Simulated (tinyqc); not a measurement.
Conductance steps with and without the scatterer: conductance of a narrow metal strip with scatterers (square lattice, Green functions).

A strip of W sites across with hard walls, site energy 0 and hopping -t. Mode n = 1 to W has profile chi_n(j) = sqrt(2/(W + 1)) sin(n j pi/(W + 1)) and energy en = -2t cos(n pi/(W + 1)); E = en - 2t cos(kn a). With z_n = exp(i kn a) (Im k > 0 for closed modes, |z| < 1) each lead gives the self-energy -t z_n in mode n. One column carries the site energies v, here a notch at the edge (a site raised out of reach). In the mode basis V_nm = sum_j chi_n(j) v_j chi_m(j), G = (E - en + 2 t z_n - V)^-1, and t_nm = 2t sqrt(sin(kn a) sin(km a)) G_nm in size for open modes. T = sum |t_nm|^2, conductance (2e^2/h) T.

Parameters, chosen for this exercise (out of a larger set: hopping and spacing of the size met in Cu or Al; the lattice is a model; not measured data):
```
symbol  value       unit  meaning
t       1.96        eV    hopping
W       3                 sites across
v       (50, 0, 0)  eV    site energies in the scattering column
```

E is varied across the lower half of the band.

Against energy:
```
E/t    E (eV)  open modes       T  reflected
-3.30  -6.468           1  0.3711     0.6289
-2.95  -5.782           1  0.7458     0.2542
-2.65  -5.194           1  0.8621     0.1379
-2.30  -4.508           1  0.9415     0.0585
-1.95  -3.822           2  1.0109     0.9891
-1.65  -3.234           2  1.0626     0.9374
-1.30  -2.548           2  1.1298     0.8702
-0.95  -1.862           2  1.2489     0.7511
-0.65  -1.274           2  1.6363     0.3637
-0.30  -0.588           3  2.0037     0.9963
0.05    0.098           3  2.0042     0.9958
```

How do the results move, and what explains it?

The clean strip goes from 1 to 3 open modes. The reflected flux ranges from 0.059 (E/t = -2.3) to 0.996 (E/t = -0.3). A scatterer on one site acts on one combination of modes only, so it can reflect at most one unit.

Program tinyqc; command `OMP_NUM_THREADS=1 python tinyqc.py 1450356 1450357 out.jsonl`; about 0.01 s on one thread of a shared Intel(R) Xeon(R) Processor @ 2.30GHz.
